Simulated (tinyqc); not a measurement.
# Floating body of a partially depleted SOI transistor: body voltage and kink: two studies

Source at 0 V. Channel current Ic = 2 nf K Vt^2 [F(0) - F(Vd)](1 + la Vd), F(V) = ln^2(1 + exp((Vg - VT - nf V)/(2 nf Vt))), VT = VT0 - gb Vb. Saturation voltage Vs = 2 Vt sqrt(F(0)) + 3 Vt, excess Ve = (Vd - Vs + sqrt((Vd - Vs)^2 + 0.0004 V^2))/2, multiplication M1 = Ai Ve exp(-Bl/Ve). Each junction passes D(v) = J1 (exp(v/Vt) - 1) + J2 (exp(v/(2 Vt)) - 1). Bipolar current Ib = bb J1 (exp(Vb/Vt) - 1). The body settles where M1 (Ic + Ib) = D(Vb) + D(Vb - Vd) + Vb/Rb; drain current Id = (1 + M1)(Ic + Ib) - D(Vb - Vd).

Parameters, values chosen for the exercise; values of the order met in partially depleted silicon-on-insulator transistors:
- T = 330 K (temperature)
- VT0 = 0.33 V (threshold at zero body voltage)
- gb = 0.19 (fall of the threshold per volt of body voltage)
- nf = 1.3 (slope factor)
- K = 130 uA/(V^2 um) (gain factor per width)
- la = 0.09 1/V (channel-length modulation factor)
- Ai = 1.68 1/V (impact-ionisation prefactor)
- Bl = 7.5 V (impact-ionisation voltage)
- J1 = 1.4e-12 uA/um (diffusion saturation current of each junction)
- J2 = 7.3e-9 uA/um (recombination saturation current of each junction)
- bb = 0.5 (gain of the lateral bipolar transistor on the diffusion current)
- Rb = 1e9 kohm um (resistance of a weak body tie to the source (1e9 stands for no tie, and the term is then dropped))
- Vg = 0.37 V (gate voltage)
- Vd = 2.5 V (drain voltage)

Constants: q = 1.602176634e-19 C, kB = 1.380649e-23 J/K, Vt = kB T/q. Results are converted to the units shown.

Each table varies one quantity; the others keep the values above.

## Output curve and kink

Rows with more than one solution for Vb (latch) are left out; dId/dVd by a forward difference over 1e-4 V, swing = 1e-4 V over the change of log10 Id; M1 under 1e-12 is printed as 0.

Output curve and kink:
```
Vd (V)  Vb (V)        M1  Id, floating (uA/um)  Id, grounded (uA/um)  ratio  dId/dVd, floating (uS/um)  dId/dVd, grounded (uS/um)
0.8     0.3624  5.733e-6                0.8258                0.2929  2.819                      2.316                    0.02466
1       0.5085  1.161e-4                 1.185                0.2979  3.978                      1.350                    0.02537
1.2     0.5805  8.690e-4                 1.409                0.3032  4.648                     0.9550                    0.02806
1.4     0.6266  0.003576                 1.582                0.3093  5.114                     0.7965                    0.03399
1.6     0.6598   0.01020                 1.735                0.3170  5.474                     0.7526                    0.04376
1.8     0.6854   0.02290                 1.889                0.3271  5.774                     0.7928                    0.05729
2       0.7058   0.04368                 2.057                0.3402  6.048                     0.9050                    0.07411
2.2     0.7228   0.07412                 2.255                0.3569  6.319                      1.085                    0.09356
```

Vb rises from 0.362 to 0.723 V and the ratio of the currents rises from 2.82 to 6.32. The output conductance with a floating body exceeds the grounded value by the largest factor among the rows, 93.9, at Vd = 0.8 V, where Vb = 0.362 V and M1 = 5.73e-6.

## Transfer curve and swing

Same model as above.

Transfer curve and swing:
columns A: Vg (V); B: Vb (V); C: M1; D: Id, floating (uA/um); E: Id, grounded (uA/um); F: ratio; G: swing, floating (mV/decade); H: swing, grounded (mV/decade)
```
A           B        C         D         E      F      G      H
-0.12  0.3001   0.1816  9.556e-6  2.048e-6  4.666  61.35  85.53
-0.02  0.4736   0.1812  3.529e-4  3.033e-5  11.63  67.79  85.52
0.08   0.5823   0.1792  0.008534  4.422e-4  19.30  77.38  86.58
0.18   0.6614   0.1723    0.1257  0.006028  20.85  98.34  90.58
0.28   0.7147   0.1575    0.8626   0.06647  12.98  151.0  104.1
0.38   0.7463   0.1383     2.908    0.4605  6.315  240.1  140.7
0.48   0.7651   0.1189     6.412     1.778  3.607  352.2  210.4
0.58   0.7769   0.1011     11.25     4.401  2.555  474.9  307.2
0.68   0.7846  0.08492     17.29     8.353  2.070  601.3  419.0
```

Vb rises from 0.300 to 0.785 V. The smallest swing among the rows is 61.4 mV a decade with a floating body (at Vg = -0.12 V) and 85.5 with a grounded one; Vt ln 10 = 65.5. The floating swing is smaller by more than 3 % for Vg = -0.12, -0.02, 0.08 V, where the rising Vb lowers the threshold as Vg rises. In the first row the floating body raises the current by a factor of 4.67.

Range of the model: The multiplication law is an empirical form chosen for the exercise; self-heating and capacitive coupling to the body are left out, and the linear laws are rough once Vb passes about 0.7 V or M1 about 0.1.

Numbers from tinyqc (`OMP_NUM_THREADS=1 python tinyqc.py 2182153 2182154 out.jsonl`; about 0.2 s on one thread of a shared Intel Xeon 2.30GHz).
